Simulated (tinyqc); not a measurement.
Worked calculation: empirical pseudopotential in a few plane waves. Computed by tinyqc, a small Python program that keeps every step. Settings: plane-wave index or count = 15. Command: `OMP_NUM_THREADS=1 python tinyqc.py 22245 22246 out.jsonl` (the two numbers bound the seeds that draw the settings). One thread of a shared host (Intel(R) Xeon(R) Processor @ 2.60GHz), about 0.2 s of CPU time with the checks.

## Bloch Hamiltonian at G

Parameters chosen for this model: fcc lattice, atoms at +/- a/8 (1,1,1); form factors in rydberg at |G|^2 in units of (2 pi/a)^2:
```
parameter                 value      unit
a                      5.270000  angstrom
VS(3)                 -0.210000        Ry
VS(8)                  0.021000        Ry
VS(11)                 0.048000        Ry
VA(3)                  0.104000        Ry
VA(4)                  0.044000        Ry
VA(11)                 0.010000        Ry
hbar^2/2m (2 pi/a)^2   5.415785        eV
```

k point G (2 pi / a): 0  0  0

Basis: the 15 shortest G (labels in 2 pi/a), the same at every k. H(G,G') = c |k + G|^2 delta + VS(|G-G'|^2) cos((G-G').tau) + i VA sin((G-G').tau), tau = a/8 (1,1,1); 1 Ry = 13.605693 eV.

H(k) at G (eV):
```
                 +0+0+0           -1-1-1           -1-1+1           -1+1-1
+0+0+0           0.0000   2.0203+1.0006i  -2.0203+1.0006i  -2.0203+1.0006i
-1-1-1   2.0203-1.0006i          16.2474   0.0000-0.5987i   0.0000-0.5987i
-1-1+1  -2.0203-1.0006i   0.0000+0.5987i          16.2474           0.2857
-1+1-1  -2.0203-1.0006i   0.0000+0.5987i           0.2857          16.2474
-1+1+1  -2.0203+1.0006i          -0.2857   0.0000+0.5987i   0.0000+0.5987i
+1-1-1  -2.0203-1.0006i   0.0000+0.5987i           0.2857           0.2857
+1-1+1  -2.0203+1.0006i          -0.2857   0.0000+0.5987i           0.0000
+1+1-1  -2.0203+1.0006i          -0.2857           0.0000   0.0000+0.5987i
+1+1+1   2.0203+1.0006i           0.0000          -0.2857          -0.2857
-2+0+0   0.0000-0.5987i  -2.0203+1.0006i  -2.0203-1.0006i  -2.0203-1.0006i
+0-2+0   0.0000-0.5987i  -2.0203+1.0006i  -2.0203-1.0006i   0.4618-0.0962i
+0+0-2   0.0000-0.5987i  -2.0203+1.0006i   0.4618-0.0962i  -2.0203-1.0006i
+0+0+2   0.0000+0.5987i  -0.4618-0.0962i   2.0203+1.0006i  -0.4618+0.0962i
+0+2+0   0.0000+0.5987i  -0.4618-0.0962i  -0.4618+0.0962i   2.0203+1.0006i
+2+0+0   0.0000+0.5987i  -0.4618-0.0962i  -0.4618+0.0962i  -0.4618+0.0962i

                 -1+1+1           +1-1-1           +1-1+1           +1+1-1
+0+0+0  -2.0203-1.0006i  -2.0203+1.0006i  -2.0203-1.0006i  -2.0203-1.0006i
-1-1-1          -0.2857   0.0000-0.5987i          -0.2857          -0.2857
-1-1+1   0.0000-0.5987i           0.2857   0.0000-0.5987i           0.0000
-1+1-1   0.0000-0.5987i           0.2857           0.0000   0.0000-0.5987i
-1+1+1          16.2474           0.0000           0.2857           0.2857
+1-1-1           0.0000          16.2474   0.0000-0.5987i   0.0000-0.5987i
+1-1+1           0.2857   0.0000+0.5987i          16.2474           0.2857
+1+1-1           0.2857   0.0000+0.5987i           0.2857          16.2474
+1+1+1   0.0000+0.5987i          -0.2857   0.0000+0.5987i   0.0000+0.5987i
-2+0+0   2.0203-1.0006i   0.4618-0.0962i  -0.4618-0.0962i  -0.4618-0.0962i
+0-2+0  -0.4618-0.0962i  -2.0203-1.0006i   2.0203-1.0006i  -0.4618-0.0962i
+0+0-2  -0.4618-0.0962i  -2.0203-1.0006i  -0.4618-0.0962i   2.0203-1.0006i
+0+0+2  -2.0203+1.0006i  -0.4618+0.0962i  -2.0203+1.0006i   0.4618+0.0962i
+0+2+0  -2.0203+1.0006i  -0.4618+0.0962i   0.4618+0.0962i  -2.0203+1.0006i
+2+0+0   0.4618+0.0962i   2.0203+1.0006i  -2.0203+1.0006i  -2.0203+1.0006i

                 +1+1+1           -2+0+0           +0-2+0           +0+0-2
+0+0+0   2.0203-1.0006i   0.0000+0.5987i   0.0000+0.5987i   0.0000+0.5987i
-1-1-1           0.0000  -2.0203-1.0006i  -2.0203-1.0006i  -2.0203-1.0006i
-1-1+1          -0.2857  -2.0203+1.0006i  -2.0203+1.0006i   0.4618+0.0962i
-1+1-1          -0.2857  -2.0203+1.0006i   0.4618+0.0962i  -2.0203+1.0006i
-1+1+1   0.0000-0.5987i   2.0203+1.0006i  -0.4618+0.0962i  -0.4618+0.0962i
+1-1-1          -0.2857   0.4618+0.0962i  -2.0203+1.0006i  -2.0203+1.0006i
+1-1+1   0.0000-0.5987i  -0.4618+0.0962i   2.0203+1.0006i  -0.4618+0.0962i
+1+1-1   0.0000-0.5987i  -0.4618+0.0962i  -0.4618+0.0962i   2.0203+1.0006i
+1+1+1          16.2474  -0.4618-0.0962i  -0.4618-0.0962i  -0.4618-0.0962i
-2+0+0  -0.4618+0.0962i          21.6631           0.2857           0.2857
+0-2+0  -0.4618+0.0962i           0.2857          21.6631           0.2857
+0+0-2  -0.4618+0.0962i           0.2857           0.2857          21.6631
+0+0+2  -2.0203-1.0006i          -0.2857          -0.2857           0.0000
+0+2+0  -2.0203-1.0006i          -0.2857           0.0000          -0.2857
+2+0+0  -2.0203-1.0006i           0.0000          -0.2857          -0.2857

                 +0+0+2           +0+2+0           +2+0+0
+0+0+0   0.0000-0.5987i   0.0000-0.5987i   0.0000-0.5987i
-1-1-1  -0.4618+0.0962i  -0.4618+0.0962i  -0.4618+0.0962i
-1-1+1   2.0203-1.0006i  -0.4618-0.0962i  -0.4618-0.0962i
-1+1-1  -0.4618-0.0962i   2.0203-1.0006i  -0.4618-0.0962i
-1+1+1  -2.0203-1.0006i  -2.0203-1.0006i   0.4618-0.0962i
+1-1-1  -0.4618-0.0962i  -0.4618-0.0962i   2.0203-1.0006i
+1-1+1  -2.0203-1.0006i   0.4618-0.0962i  -2.0203-1.0006i
+1+1-1   0.4618-0.0962i  -2.0203-1.0006i  -2.0203-1.0006i
+1+1+1  -2.0203+1.0006i  -2.0203+1.0006i  -2.0203+1.0006i
-2+0+0          -0.2857          -0.2857           0.0000
+0-2+0          -0.2857           0.0000          -0.2857
+0+0-2           0.0000          -0.2857          -0.2857
+0+0+2          21.6631           0.2857           0.2857
+0+2+0           0.2857          21.6631           0.2857
+2+0+0           0.2857           0.2857          21.6631
```

## Levels at G

Diagonalise the Hermitian matrix.

eigenvalues (eV): -2.7529  12.4818  12.4818  12.4818  13.6945  16.3812  16.3812  16.3812  19.2960  21.0917  21.0917  24.7234  24.7234  24.7234  26.7775

## Bands along a path

The same steps at evenly spaced points between the labelled ones.

Bands along the path (eV), lowest eight:
```
k          band 1   band 2   band 3   band 4   band 5   band 6   band 7   band 8
L         -0.5380   4.8252  11.4518  11.4518  13.2872  16.8171  16.8171  20.0825
L-G 0.33  -1.4729   6.4300  11.5566  11.5566  13.5397  17.0276  17.0276  20.5318
L-G 0.67  -2.4068   9.4911  12.0724  12.0724  14.3785  17.0476  17.0476  17.5708
G         -2.7529  12.4818  12.4818  12.4818  13.6945  16.3812  16.3812  16.3812
G-X 0.33  -2.2900   9.6341  11.2923  11.2923  14.6300  16.3117  18.3657  18.3657
G-X 0.67  -1.0189   6.7065  10.0103  10.0103  13.1348  14.2783  21.8288  21.8886
X          0.2930   4.9308   9.6696   9.6696  12.7058  13.2725  25.8936  25.8936
```

With 4 band(s) filled, the highest filled level on these points lies at G and the lowest empty one at X: a gap of 0.2240 eV, indirect. This holds for the small fixed basis; with all plane waves up to |k + G|^2 = 21 (2 pi/a)^2 the gap along the path is 0.49 eV.

## Convergence with the number of plane waves

Levels at G counted from the fourth one.

Levels (eV):
```
plane waves   level 1  level 5  level 8
9            -17.6357   1.1973   1.8098
15           -15.2347   1.2128   3.8995
27           -14.5636   1.3268   4.0358
51           -14.4420   1.3108   4.1499
59           -14.4144   1.3416   4.0304
65           -14.4161   1.3421   4.0158
89           -14.4093   1.3395   4.0212
```
